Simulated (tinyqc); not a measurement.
# Thermoelectric coefficients with energy filtering, Landauer integrals, step by step

Program tinyqc, `OMP_NUM_THREADS=1 python tinyqc.py 2800121 2800122 out.jsonl`; Intel Xeon 2.30GHz, shared host, one thread, about 0.03 s. Printed values are rounded.

Bulk parabolic band, x = (E - Ec)/kB T, C = hbar^2/(2 m0), kB T in eV. Modes per area gv m kB T x/(4 pi C) times the back-scattering length l0 x^rr give the transport function s0 X(x), s0 = (2 q^2/h) gv m kB T l0/(4 pi C), X = x^(1 + rr), multiplied by tb for x < xb. I_k = int X (x - eta)^k w dx, w = 1/(4 cosh^2((x - eta)/2)).

Values chosen for this exercise:
- T = 400 K (temperature)
- m = 0.85 m0 (mass of one valley)
- gv = 3 (valleys)
- l0 = 6.3 nm (back-scattering length at x = 1)
- rr = 0 (energy exponent of that length)
- kL = 3.8 W/(m K) (lattice thermal conductivity)
- eta = 4.4 (reduced Fermi level (EF - Ec)/kB T)
- xb = 5.2 (barrier height over kB T, above Ec)
- tb = 0.1 (share of the transport function left below the barrier)
- xa = 0 (lower end of the grid)
- xe = 14 (upper end of the grid)
- nE = 15 (points of the grid)

Constants: q = 1.602176634e-19 C, kB = 1.380649e-23 J/K, hbar = 1.054571817e-34 J s, h = 6.62607015e-34 J s, m0 = 9.1093837015e-31 kg, Vt = kB T/q, hbar^2/(2 m0) = 0.0380998212 eV nm^2. Results are converted to the units shown.

Range of the model: Parabolic bands, elastic scattering and a fixed kL make these model figures, not those of a material.

## The three integrals on a coarse grid

Simpson's rule on nE equally spaced points from xa to xe.

x, point 0 to 14: [0.0000, 1.0000, 2.0000, 3.0000, 4.0000, 5.0000, 6.0000, 7.0000, 8.0000, 9.0000, 10.0000, 11.0000, 12.0000, 13.0000, 14.0000]
X, point 0 to 14: [0, 0.1, 0.2, 0.3, 0.4, 0.5, 6, 7, 8, 9, 10, 11, 12, 13, 14]
w, point 0 to 14: [0.0119813, 0.0312525, 0.0762550, 0.158685, 0.240261, 0.228784, 0.139764, 0.0643583, 0.0258896, 0.00985276, 0.00367067, 0.00135667, 4.99951e-4, 1.84038e-4, 6.77196e-5]
X w, point 0 to 14: [0, 0.00312525, 0.0152510, 0.0476055, 0.0961043, 0.114392, 0.838583, 0.450508, 0.207117, 0.0886749, 0.0367067, 0.0149234, 0.00599941, 0.00239249, 9.48074e-4]
I_0, I_1, I_2 on this grid: [1.76232, 3.76488, 12.2096]

Converged values are 2.2261, 4.2184 and 12.708; the grid is 21 % below the first and 3.9 % below the last.

## Coefficients of the electrons

converged I_0, I_1, I_2: [2.22613, 4.21835, 12.7077]

sigma = s0 I_0, S = -(kB/q) I_1/I_0, Lorenz number L = (kB/q)^2 [I_2/I_0 - (I_1/I_0)^2], kappa_e = L sigma T.

s0 = 896.139 S/cm
sigma = 1994.92 S/cm
S = -163.292 uV/K
L = 1.57255 x 1e-8 V^2/K^2
kappa_e = 1.25484 W/(m K)

L is 36 % below the Sommerfeld value (pi^2/3)(kB/q)^2 = 2.443e-8 V^2/K^2.

## Power factor and figure of merit

Power factor S^2 sigma, ZT = S^2 sigma T/(kappa_e + kL).

power factor = 5.31933 mW/(m K^2)
ZT = 0.420929
electronic share of kappa = 24.8246 %
